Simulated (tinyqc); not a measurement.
Speciation in dilute and buffered hydrofluoric acid, oxide etch rate and bath loading: one step, computed by the program tinyqc. Command: `OMP_NUM_THREADS=1 python tinyqc.py 3121102 3121103 out.jsonl hfetch walk`. One thread of a shared host (Intel(R) Xeon(R) Processor @ 2.30GHz), about 0.01 s of CPU time with the checks.

Concentrations stand for activities, NH4+ and Cl- are spectators, and water ionisation is neglected. H, F and HF2 denote the ions H+, F- and HF2-. The base temperature is 298 K.

Question. Etch rate. Rate = k_a ([HF] + 2 [H2F2]) + k_b [HF2], an empirical two-term form. Time = oxide/rate; a temperature error changes the rate by exp((E_a/k_B)(1/298 - 1/(298 + error))) - 1.

Inputs (values chosen for the exercise, of the order of those for thermal oxide at room temperature):
```
quantity                         value            unit
NH4F added                        0.36           mol/L
HCl added                            0           mol/L
rate constant of neutral HF k_a     10  nm L/(min mol)
rate constant of HF2 k_b            66  nm L/(min mol)
activation energy                 0.39              eV
temperature error                  2.7               K
oxide removed per wafer             34              nm
```

[HF] = 0.5654240 mol/L

[H2F2] = 0 mol/L

[HF2] = 0.2509621 mol/L

Constants: k_B = 8.617333262e-05 eV/K.

Give: etch rate; share of HF2 in the rate; etch time; rate change from the temperature error.

Answer.

etch rate = 22.22 nm/min

share of HF2 in the rate = 74.55 %

etch time = 91.82 s

rate change from the temperature error = 14.61 %

Caution: at ionic strengths above about 0.5 mol/L activities differ much from concentrations, so pH and rates are only indicative.
